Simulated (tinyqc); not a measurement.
# Probe couplings from its potential

Question. One voltage probe p sits between leads L (mu = 1) and R (mu = 0) without magnetic field: mu_p = T_pL/(T_pL + T_pR), T_eff = T_RL + T_pL T_pR/(T_pL + T_pR). Find T_pL and T_pR.

T_RL = 0.08
mu_p = 0.6
T_eff = 0.188

Solution. T_eff - T_RL equals T_pL (1 - mu_p) and also T_pR mu_p.

T_pL = 0.270
T_pR = 0.180

Numbers from tinyqc (`OMP_NUM_THREADS=1 python tinyqc.py 2700025 2700026 out.jsonl`; about 0.01 s on one thread of a shared Intel Xeon 2.30GHz).
